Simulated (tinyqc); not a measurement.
Worked calculation: geometry optimisation on the RHF/sto-3g surface (energies and gradients from PySCF), for H4, spin multiplicity 1. Computed by tinyqc, a small Python program that keeps every step (integrals from PySCF). Settings: charge = 0, multiplicity = 1, basis = sto-3g, optimiser = bfgs, first Hessian = 0.3, largest step = 0.1, iteration cap = 30. Command: `OMP_NUM_THREADS=1 python tinyqc.py 24843 24844 out.jsonl` (the two numbers bound the seeds that draw the settings). One thread of a shared host (Intel(R) Xeon(R) Processor @ 2.60GHz), about 1 s of CPU time with the checks.

## Step 1: energy and gradient

positions at the start (bohr), order 1H, 2H, 3H, 4H:
```
[[-0.0057, 0.0416, -0.0529],
 [0.0283, -0.0472, 1.5458],
 [-0.0529, -0.0265, 3.4865],
 [-0.0472, -0.0945, 5.1287]]
```

Self-consistent energy and analytic gradient at these positions.

energy = -2.160299 hartree

gradient (hartree/bohr), order 1H, 2H, 3H, 4H:
```
[[-0.002483, 0.005281, -0.081040],
 [0.000355, -0.005550, 0.155091],
 [0.001398, 0.004574, -0.165993],
 [0.000729, -0.004305, 0.091941]]
```

## Step 1: move

Quasi-Newton step p = -H^(-1) g (first H = 0.3 times the unit matrix); steps longer than 0.1 bohr are cut back (factor 0.116 here).

positions after step 1 (bohr), order 1H, 2H, 3H, 4H:
```
[[-0.0047, 0.0395, -0.0215],
 [0.0282, -0.0451, 1.4858],
 [-0.0535, -0.0282, 3.5508],
 [-0.0475, -0.0928, 5.0931]]
```

## Step 2: energy and gradient

As before.

energy = -2.183482 hartree

gradient (hartree/bohr), order 1H, 2H, 3H, 4H:
```
[[-0.001970, 0.004000, -0.058633],
 [0.000239, -0.004335, 0.122224],
 [0.001088, 0.003720, -0.133622],
 [0.000644, -0.003385, 0.070032]]
```

## Step 2: move

inverse Hessian in use (bohr^2/hartree):
```
[[3.3332, 0.0004, -0.0070, 0.0000, -0.0003, 0.0076, 0.0001, 0.0002, -0.0065, 0.0000, -0.0002, 0.0059],
 [0.0004, 3.3323, 0.0185, -0.0001, 0.0009, -0.0231, -0.0002, -0.0005, 0.0212, 0.0000, 0.0006, -0.0167],
 [-0.0070, 0.0185, 2.9981, 0.0018, -0.0169, 0.4527, 0.0044, 0.0112, -0.4316, 0.0008, -0.0127, 0.3141],
 [0.0000, -0.0001, 0.0018, 3.3333, 0.0001, -0.0027, 0.0000, -0.0001, 0.0026, 0.0000, 0.0001, -0.0018],
 [-0.0003, 0.0009, -0.0169, 0.0001, 3.3326, 0.0195, 0.0002, 0.0004, -0.0172, 0.0000, -0.0006, 0.0147],
 [0.0076, -0.0231, 0.4527, -0.0027, 0.0195, 2.8283, -0.0051, -0.0107, 0.4392, 0.0001, 0.0143, -0.3869],
 [0.0001, -0.0002, 0.0044, 0.0000, 0.0002, -0.0051, 3.3333, -0.0001, 0.0045, 0.0000, 0.0001, -0.0038],
 [0.0002, -0.0005, 0.0112, -0.0001, 0.0004, -0.0107, -0.0001, 3.3331, 0.0085, 0.0000, 0.0003, -0.0089],
 [-0.0065, 0.0212, -0.4316, 0.0026, -0.0172, 0.4392, 0.0045, 0.0085, 2.9716, -0.0006, -0.0125, 0.3541],
 [0.0000, 0.0000, 0.0008, 0.0000, 0.0000, 0.0001, 0.0000, 0.0000, -0.0006, 3.3333, 0.0000, -0.0003],
 [-0.0002, 0.0006, -0.0127, 0.0001, -0.0006, 0.0143, 0.0001, 0.0003, -0.0125, 0.0000, 3.3329, 0.0109],
 [0.0059, -0.0167, 0.3141, -0.0018, 0.0147, -0.3869, -0.0038, -0.0089, 0.3541, -0.0003, 0.0109, 3.0521]]
```

Quasi-Newton step p = -H^(-1) g (the inverse Hessian comes from BFGS updates; coordinates in the order x, y, z of each atom); steps longer than 0.1 bohr are cut back (factor 0.256 here).

positions after step 2 (bohr), order 1H, 2H, 3H, 4H:
```
[[-0.0037, 0.0381, -0.0112],
 [0.0282, -0.0431, 1.4260],
 [-0.0539, -0.0305, 3.6259],
 [-0.0481, -0.0912, 5.0674]]
```

## Step 3: energy and gradient

As before.

energy = -2.200235 hartree

gradient (hartree/bohr), order 1H, 2H, 3H, 4H:
```
[[-0.001394, 0.002641, -0.035915],
 [0.000012, -0.002996, 0.089135],
 [0.000900, 0.002324, -0.090467],
 [0.000482, -0.001970, 0.037246]]
```

## Step 3: move

inverse Hessian in use (bohr^2/hartree):
```
[[3.3333, 0.0004, -0.0087, 0.0001, -0.0002, 0.0034, 0.0000, 0.0002, -0.0056, 0.0000, -0.0004, 0.0109],
 [0.0004, 3.3322, 0.0216, -0.0002, 0.0009, -0.0216, -0.0001, -0.0008, 0.0254, 0.0000, 0.0010, -0.0254],
 [-0.0087, 0.0216, 2.9585, 0.0026, -0.0205, 0.5371, 0.0044, 0.0167, -0.5828, 0.0017, -0.0177, 0.4205],
 [0.0001, -0.0002, 0.0026, 3.3333, 0.0003, -0.0074, -0.0001, -0.0002, 0.0084, -0.0001, 0.0002, -0.0036],
 [-0.0002, 0.0009, -0.0205, 0.0003, 3.3327, 0.0129, 0.0000, 0.0006, -0.0175, 0.0000, -0.0009, 0.0252],
 [0.0034, -0.0216, 0.5371, -0.0074, 0.0129, 3.1682, 0.0012, -0.0119, 0.2711, 0.0027, 0.0207, -0.6431],
 [0.0000, -0.0001, 0.0044, -0.0001, 0.0000, 0.0012, 3.3334, 0.0000, -0.0013, 0.0001, 0.0001, -0.0043],
 [0.0002, -0.0008, 0.0167, -0.0002, 0.0006, -0.0119, 0.0000, 3.3326, 0.0197, 0.0000, 0.0009, -0.0244],
 [-0.0056, 0.0254, -0.5828, 0.0084, -0.0175, 0.2711, -0.0013, 0.0197, 2.8570, -0.0015, -0.0276, 0.7880],
 [0.0000, 0.0000, 0.0017, -0.0001, 0.0000, 0.0027, 0.0001, 0.0000, -0.0015, 3.3334, 0.0001, -0.0030],
 [-0.0004, 0.0010, -0.0177, 0.0002, -0.0009, 0.0207, 0.0001, 0.0009, -0.0276, 0.0001, 3.3323, 0.0246],
 [0.0109, -0.0254, 0.4205, -0.0036, 0.0252, -0.6431, -0.0043, -0.0244, 0.7880, -0.0030, 0.0246, 2.7679]]
```

Quasi-Newton step p = -H^(-1) g (the inverse Hessian comes from BFGS updates; coordinates in the order x, y, z of each atom); steps longer than 0.1 bohr are cut back (factor 0.350 here).

positions after step 3 (bohr), order 1H, 2H, 3H, 4H:
```
[[-0.0026, 0.0371, -0.0147],
 [0.0288, -0.0412, 1.3509],
 [-0.0550, -0.0316, 3.6903],
 [-0.0487, -0.0910, 5.0817]]
```

## Convergence

Stop when the largest gradient component is below 3e-5 hartree/bohr. The inverse Hessian follows the BFGS update with s = step, y = change of gradient.

Course of the optimisation:
```
step  E (hartree)  largest gradient (hartree/bohr)
1       -2.160299                         1.66e-01
2       -2.183482                         1.34e-01
3       -2.200235                         9.05e-02
4       -2.209841                         6.08e-02
5       -2.214828                         4.10e-02
6       -2.218403                         1.91e-02
7       -2.221096                         1.53e-02
8       -2.223345                         1.46e-02
9       -2.225250                         1.26e-02
10      -2.226855                         1.06e-02
11      -2.228204                         8.61e-03
12      -2.229334                         6.93e-03
13      -2.230280                         5.52e-03
14      -2.231071                         4.36e-03
15      -2.231733                         3.42e-03
16      -2.232286                         2.67e-03
17      -2.232747                         2.15e-03
18      -2.233132                         1.93e-03
19      -2.233452                         1.71e-03
20      -2.233719                         1.51e-03
21      -2.233941                         1.33e-03
22      -2.234125                         1.16e-03
23      -2.234278                         1.02e-03
24      -2.234404                         8.84e-04
25      -2.234509                         7.68e-04
26      -2.234596                         6.66e-04
27      -2.234667                         5.78e-04
28      -2.234726                         5.01e-04
29      -2.234775                         4.35e-04
30      -2.234815                         3.78e-04
```

Distances after the last move, whose energy is not in the table (angstrom):
```
pair   distance
2H-1H    0.7123
3H-1H    3.3869
3H-2H    2.6844
4H-1H    4.0961
4H-2H    3.3911
4H-3H    0.7122
```

Not converged within 30 steps: the energy falls at every step, but slowly. Reruns: method bfgs, first Hessian 0.6, largest step 0.3: not converged.
